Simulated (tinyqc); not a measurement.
## MOS capacitor on a p-type substrate, surface potential from the exact charge relation: Capacitance-voltage curves

Uniform p-type substrate, Boltzmann statistics, full ionisation, classical densities. psi is the surface potential against the body (positive when the bands bend down) and u = psi/Vt. Traps are spread evenly over the gap and neutral at flat band, so their charge is -q Dit psi; the minority quasi-Fermi level is shifted by Vb.

ni = sqrt(Nc Nv) exp(-Eg/(2 Vt)), Eg in volts; phiF = Vt ln(N/ni); Cox = eps0 eox/tox; Vfb = phiM - chi - (Eg - Vt ln(Nv/N)) - q Nf/Cox; Q0 = sqrt(2 eps0 eps_r q N Vt); r = (ni/N)^2 exp(-Vb/Vt); VT = Vfb + [(2 phiF + Vb)(1 + q Dit/Cox) + sqrt(2 eps0 eps_r q N (2 phiF + Vb))/Cox]. u = psi/Vt; F^2 = exp(-u) + u - 1 + r (exp(u) - u - 1); Qs = -sign(u) Q0 F; Cs = -dQs/dpsi = (Q0/Vt) |1 - exp(-u) + r (exp(u) - 1)|/(2 F). psi solves Vg = Vfb + psi + (q Dit psi - Qs)/Cox. Low frequency: 1/C_LF = 1/Cox + 1/(Cs + q Dit). High frequency, in the simple estimate in which traps and minority carriers do not follow: 1/C_HF = 1/Cox + 1/Cd, Cd being Cs with r = 0 at the same psi. Deep depletion: r = 0 and Dit = 0 both in the equation for psi and in Cs. Minority sheet density N_inv = (Q0/(2 q)) int_0^u r (exp(t) - 1)/F(t) dt for u > 0. N_inv under 1 cm^-2 is printed as 0. Regimes: accumulation when majority carriers gather, then depletion up to |psi| = phiF + Vb, weak inversion up to 2 phiF + Vb, strong inversion beyond.

Inputs (values chosen for the exercise); band and dielectric values close to those of silicon: temperature T = 450 K; band gap Eg = 1.14 eV; relative permittivity eps_r = 11.5; conduction-band density of states at T Nc = 5.22e19 cm^-3; valence-band density of states at T Nv = 4.87e19 cm^-3; electron affinity chi = 4.12 eV; acceptor density of the substrate N = 4.1e18 cm^-3; relative permittivity of the gate insulator (close to silicon dioxide) eox = 3.9; insulator thickness tox = 2.2 nm; gate work function phiM = 5.02 eV; fixed charge at the interface, in units of q Nf = 0 cm^-2; density of interface traps Dit = 0 cm^-2 eV^-1; reverse bias of the inversion layer against the body Vb = 0 V.

Constants: q = 1.602176634e-19 C, kB = 1.380649e-23 J/K, Vt = kB T/q, eps0 = 8.8541878128e-14 F/cm where lengths are in cm. Results are converted to the units shown.

Results:
```
Vg (V)   psi (V)  C_LF/Cox  C_HF/Cox  C_deep/Cox  N_inv (cm^-2)            regime
-1.09    -0.1385    0.9207    0.9207      0.9207              0      accumulation
-0.64   -0.09336    0.8720    0.8720      0.8720              0      accumulation
-0.19   -0.01212    0.7465    0.7465      0.7465              0      accumulation
0.26      0.1536    0.5153    0.5153      0.5153          642.6         depletion
0.71      0.4069    0.3778    0.3778      0.3778        2.289e5         depletion
1.16      0.7033    0.3117    0.3113      0.3113        3.447e8    weak inversion
1.61      0.9902    0.5974    0.2742      0.2708       4.513e11  strong inversion
2.06       1.081    0.8916    0.2652      0.2429       3.697e12  strong inversion
2.95       1.140    0.9553    0.2598      0.2063       1.172e13  strong inversion
```

Estimate the missing row, Vg = 2.5 V.

Computed row:
```
Vg (V)  psi (V)  C_LF/Cox  C_HF/Cox  C_deep/Cox  N_inv (cm^-2)            regime
2.5       1.117    0.9372    0.2619      0.2225       7.584e12  strong inversion
```

With this row back in the table: C_LF/Cox is lowest, 0.312, at Vg = 1.16 V (weak inversion) among the rows listed and is 0.955 in the last row, where C_HF/Cox is 0.260 and the deep-depletion value 0.206. Vfb = -0.144 V, where C_HF/Cox = 0.726 (Cox in series with eps0 eps_r/LD), and VT = 1.52 V. Over the last two rows psi moves by only 0.053 V a volt of gate bias, since the inversion charge screens the body. In strong accumulation and inversion degeneracy and confinement, left out here, lower the capacitance.

Computed by the program tinyqc: `OMP_NUM_THREADS=1 python tinyqc.py 2060068 2060069 out.jsonl`, one thread of a shared Intel Xeon 2.30GHz, about 0.01 s for the whole run.
